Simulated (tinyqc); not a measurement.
What moves the results: free and nearly free electrons in a metal. A value that a table varies takes the place of the one given here.

The cubic cell holds 4 atoms: n = 4 z/a^3, kF = (3 pi^2 n)^(1/3), EF = c kF^2/m, vF = 2 c kF/(m hbar), c = hbar^2/2m0; rs = (3/(4 pi n))^(1/3)/a0; D(EF) = 3 n/(2 EF).

Square wire of width w with grain size w: rho/rho0 = 1/(1 - 3 al/2 + 3 al^2 - 3 al^3 ln(1 + 1/al)) + (3/4) (1 - p) l/w, with al = (l/w) Rg/(1 - Rg) (Mayadas-Shatzkes plus the thick-wire form of Fuchs-Sondheimer); l = hbar kF/(n e^2 rho), e = 1.602176634e-19 C.

Constants: hbar^2/2m0 = 3.80998211 eV angstrom^2; hbar = 6.58211957e-16 eV s; a0 (Bohr radius) = 0.5291772105 angstrom.

Inputs chosen for the exercise (near those of Al; shifted at random, so the results belong to these values and not to a real crystal):
```
symbol  value  unit          meaning
a       4.078  angstrom      fcc lattice constant
z       3                    free electrons an atom
m       1      m0            mass
rho     2.72   micro-ohm cm  bulk resistivity
p       0                    specularity of the surfaces
Rg      0.49                 reflection at grain boundaries
w       10     nm            wire width
```

## Resistivity of narrow wires

Wires:
```
w (nm)     al  grain term (factor - 1)  surface term  rho (micro-ohm cm)
200     0.071                    0.104         0.056                3.16
100     0.142                    0.206         0.111                3.58
50      0.285                    0.405         0.222                4.43
30      0.475                    0.666         0.371                5.54
20      0.712                    0.989         0.556                6.92
14      1.017                    1.401         0.794                8.69
10      1.424                    1.948         1.112               11.04
7       2.035                    2.766         1.588               14.56
```

l = 14.83 nm

At 7 nm the resistivity is 5.35 times the bulk value; grain boundaries add more (2.77 from grains, 1.59 from surfaces). It passes twice the bulk value between 50 and 30 nm. The surface formula is meant for w above l = 15 nm, so the rows below that are rough.

## What sets the wire resistivity

All results formed anew. Each row changes one parameter from the base and keeps the others.

Results:
```
case                      EF (eV)  l (nm)  wire rho (micro-ohm cm)
base                       11.493   14.83                   11.044
a = 4.2 angstrom           10.835   15.73                   11.543
m = 1.2 m0                  9.577   14.83                   11.044
rho = 3.264 micro-ohm cm   11.493   12.35                   11.607
p = 0.3                    11.493   14.83                   10.137
Rg = 0.343                 11.493   14.83                    8.662
w = 7 nm                   11.493   14.83                   14.565
```

The largest shifts from the base row, up to three for each result and ties (the steps differ in size, so this ranks the rows, not the parameters). EF (eV): m -1.915, a -0.658; unchanged at the printed digits by rho, p, Rg and w. l (nm): rho -2.47, a +0.90; unchanged at the printed digits by m, p, Rg and w. wire rho (micro-ohm cm): w +3.521, Rg -2.382, p -0.907; unchanged at the printed digits by m. The mass drops out of l at given rho, because vF falls and tau rises by the same factor.

Computed by tinyqc, a small Python program: `OMP_NUM_THREADS=1 python tinyqc.py 1651104 1651105 out.jsonl` (the numbers bound the seed that draws the inputs); one thread of a shared host (Intel(R) Xeon(R) Processor @ 2.30GHz), about 0.01 s for the whole set of steps.
